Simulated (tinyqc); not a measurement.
What an interlayer buys: scattering of inversion-layer electrons by surface optical phonons of the gate insulator (remote phonon scattering). Computed by tinyqc, a small Python program. Command: `OMP_NUM_THREADS=1 python tinyqc.py 3110089 3110090 out.jsonl sophonon walk`. One thread of a shared host (Intel(R) Xeon(R) Processor @ 2.30GHz), about 0.01 s of CPU time with the checks.

One subband with the Fang-Howard envelope; insulator and channel are half-spaces, the gate is far away, and an interlayer only moves the polar surface away by t (its own modes and its permittivity contrast are left out).

Inputs (values chosen for the exercise, modelled on AlN on silicon):

| quantity | value | unit |
|---|---|---|
| static constant of the insulator eps_0s | 9.29 | - |
| intermediate constant eps_i | 7.38 | - |
| optical constant eps_inf | 4.8 | - |
| hbar omega_TO1 | 83.5 | meV |
| hbar omega_TO2 | 90 | meV |
| constant of the channel eps_s | 11.7 | - |
| in-plane mass m | 0.189 | m_0 |
| valleys g_v | 2 | - |
| sheet density n | 2.1e+12 | 1/cm^2 |
| mean distance of the electrons z0 = 3/b | 2.3 | nm |
| interlayer thickness t | 1.5 | nm |
| temperature T | 350 | K |
| mobility from other processes | 360 | cm^2/(V s) |

Screening by the channel electrons: none.

Constants: k_B = 8.617333262e-05 eV/K; hbar^2/(2 m_0) = 3.80998212 eV angstrom^2; e^2/(4 pi eps_0) = 14.39964548 eV angstrom; hbar = 6.582119569e-16 eV s; e = 1.602176634e-19 C; m_0 = 9.1093837015e-31 kg.

Method:
- eps(w) = eps_inf + (eps_0s - eps_i) w1^2/(w1^2 - w^2) + (eps_i - eps_inf) w2^2/(w2^2 - w^2). Surface modes solve eps(w) + eps_s = 0, a quadratic in w^2; the strength of a mode is g = 2/(w d eps/dw).
- Occupation N = 1/(exp(hbar w/(k_B T)) - 1).
- Density of states D = g_v m/(pi hbar^2); eta = E_F/(k_B T) = ln(exp(n/(D k_B T)) - 1); screening wave number q_s = e^2 D/(2 eps_0 eps_avg) x 1/(1 + exp(-eta)), eps_avg = (eps_s + eps_inf)/2; b = 3/z0.
- For a mode of strength g, without the occupation factor, Area x |M(q)|^2 = e^2 hbar w g/(2 eps_0 q) x (b/(b + q))^6 exp(-2 q t).
- Approximate momentum relaxation rate, taking tau v alike in the initial and final states: 1/tau = (m/(2 pi hbar^3)) sum over modes and over absorption (N, E' = E + hbar w) and emission (N + 1, E' = E - hbar w > 0) of [(1 - f(E'))/(1 - f(E))] int_0^(2 pi) Area |M(q)|^2 (1 - cos theta) d theta, q^2 = k^2 + k'^2 - 2 k k' cos theta, f the Fermi function; 48 midpoints in theta from 0 to pi.
- mu = (e/m) int tau E f (1 - f) dE/(k_B T int f dE), by 300 midpoints from 0 to (max(eta, 0) + 14) k_B T; Matthiessen sum with the other processes.

hbar omega_SO (meV): 1 85.3676, 2 99.2887

strengths g: 1 0.0008289, 2 0.0121355

occupations N: 1 0.0626852, 2 0.0386153

b = 1.30435 1/nm

q_s = 0.617473 1/nm

eta = -0.590260

Against the interlayer thickness:

| t (nm) | remote-phonon mobility (cm^2/(V s)) | total (cm^2/(V s)) |
|---|---|---|
| 0.0 | 1.1812e+05 | 358.91 |
| 0.3 | 1.9912e+05 | 359.35 |
| 0.6 | 3.2465e+05 | 359.60 |
| 1.0 | 5.9431e+05 | 359.78 |
| 1.5 | 1.1878e+06 | 359.89 |
| 2.0 | 2.2492e+06 | 359.94 |
| 3.0 | 7.2369e+06 | 359.98 |

What follows from these numbers?

1 nm of interlayer raises the remote-phonon mobility by a factor 5.03, as exp(2 q t) with an effective q of 0.81 per nm; between 2 and 3 nm the effective q is 0.58. The total goes from 359 to 360 over the first nanometre.

Extremes, crossings and ranges named in words are read from the listed rows.
